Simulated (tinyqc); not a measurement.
Donors with valley-orbit split 1s states: one step. Neutrality. Five cases, with inputs chosen for the exercise.

Task: Solve for eta.

Each donor binds at most one electron, in any of its states. For a site s, W_s = sum over its states of g exp(E/kT), and the ionised share is 1/(1 + W_s exp(eta)), eta = (EF - Ec)/kT; n = Nc F_1/2(eta); neutrality n + NA = ND x (mean ionised share); holes are neglected. Nc from N = 2 (m kB T/(4 pi c))^(3/2) with c = hbar^2/2m0, in 1/angstrom^3; times 1e24 for 1/cm^3, m = md. F_j(eta) = (1/Gamma(j + 1)) integral_0^infinity x^j dx/(1 + exp(x - eta)), which tends to exp(eta) for eta << 0.

Case 1.

Values chosen (out of a larger set: near those of Sb in Si; not measured data): ND = 7e+15 1/cm^3 (donors); NA = 2e+15 1/cm^3 (compensating acceptors, all ionised).

Nc = 2.024651e+19 1/cm^3

W_s: donor 53.28767

Case 2.

Values chosen (out of a larger set: near those of P in Si; not measured data): ND = 3.4e+15 1/cm^3 (donors); NA = 0 1/cm^3 (compensating acceptors, all ionised).

Nc = 1.432038e+19 1/cm^3

W_s: donor 106.2316

Case 3.

Values chosen (out of a larger set: near those of As in Si; not measured data): ND = 2.9e+17 1/cm^3 (donors); NA = 1.1e+17 1/cm^3 (compensating acceptors, all ionised).

Nc = 5.685330e+19 1/cm^3

W_s: donor 27.26001

Case 4.

Values chosen (out of a larger set: near those of P in Si; not measured data): ND = 2.2e+17 1/cm^3 (donors); NA = 0 1/cm^3 (compensating acceptors, all ionised).

Nc = 3.524560e+19 1/cm^3

W_s: donor 39.61362

Case 5.

Values chosen (out of a larger set: near those of As in Si; not measured data): ND = 2.9e+17 1/cm^3 (donors); NA = 8.6e+16 1/cm^3 (compensating acceptors, all ionised).

Nc = 4.228311e+19 1/cm^3

W_s: donor 36.61947

Give: eta; n; ionised share.

Result:

Case 1.

eta = -8.324
n = 4.91e+15 1/cm^3

ionised share: donor 0.987

n is 0.982 of ND - NA.

Case 2.

eta = -8.370
n = 3.32e+15 1/cm^3

ionised share: donor 0.976

n is 0.976 of ND - NA.

Case 3.

eta = -5.876
n = 1.59e+17 1/cm^3

ionised share: donor 0.929

n is 0.886 of ND - NA.

Case 4.

eta = -5.262
n = 1.82e+17 1/cm^3

ionised share: donor 0.830

n is 0.830 of ND - NA.

Case 5.

eta = -5.531
n = 1.67e+17 1/cm^3

ionised share: donor 0.873

n is 0.820 of ND - NA.

Computed by tinyqc, one run a case: `OMP_NUM_THREADS=1 python tinyqc.py N N+1 out.jsonl` with N = 1650066, 1650886, 1651326, 1651427, 1651486; one thread of a shared Intel(R) Xeon(R) Processor @ 2.30GHz, about 0.02 s a run at most.
